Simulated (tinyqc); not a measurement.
Spin curve: spin coating of a resist or spin-on film: centrifugal thinning, evaporation and the final thickness (Emslie and Meyerhofer models). Computed by tinyqc, a small Python program. Command: `OMP_NUM_THREADS=1 python tinyqc.py 3112748 3112749 out.jsonl spincoat walk`. One thread of a shared host (Intel(R) Xeon(R) Processor @ 2.30GHz), about 0.09 s of CPU time with the checks.

A Newtonian film stays uniform over the wafer; solvent and solids have the same density and the concentration is uniform through the thickness.

Inputs (values chosen for the exercise, of the order of those of a polymer resist in an ester solvent): solids volume fraction c0 = 0.089; kinematic viscosity of the solvent nu_s = 0.81 mm^2/s; viscosity constant k = 1500 mm^2/s; viscosity exponent gamma = 3; spin speed f = 1500 rpm; evaporation rate at 1000 rpm e0 = 0.26 micrometre/s; starting thickness h0 = 600 micrometre; wafer radius R = 100 mm.

Method:
- omega = 2 pi f/60; nu(c) = nu_s + k c^gamma; evaporation rate e = e0 sqrt(f/1000 rpm).
- Flow constant K = 2 omega^2/(3 nu(c0)); Reynolds number of the air omega R^2/nu_air with nu_air = 15 mm^2/s.
- Meyerhofer estimate: flow rules until (1 - c0) K h^3 = e, then evaporation alone: h_w = (e/((1 - c0) K))^(1/3), dry film c0 h_w.
- Full model for solids s and liquid l per area, h = s + l, c = s/h: ds/dt = -c Q, dl/dt = -(1 - c) Q - e, Q = 2 omega^2 h^3/(3 nu(c)); integrated adaptively (relative tolerance 1e-9) until l = 0.

dry film, estimate = 303.569 nm

Dry film against speed:
```
f (rpm)  full model (nm)  estimate (nm)  time to dry (s)
500               606.43         525.80           38.544
1000              428.81         371.79           19.273
1500              350.12         303.57           12.848
2000              303.22         262.90            9.636
3000              247.58         214.66            6.424
4000              214.41         185.90            4.818
6000              175.06         151.78            3.212
```

What does the comparison show, and why?

The full thickness goes as f^-0.500; the estimate as (e/omega^2)^(1/3) = f^(-1/2). The time to dry goes as f^-1.00. A thickness window of 1 % allows a speed error of about 2 %.
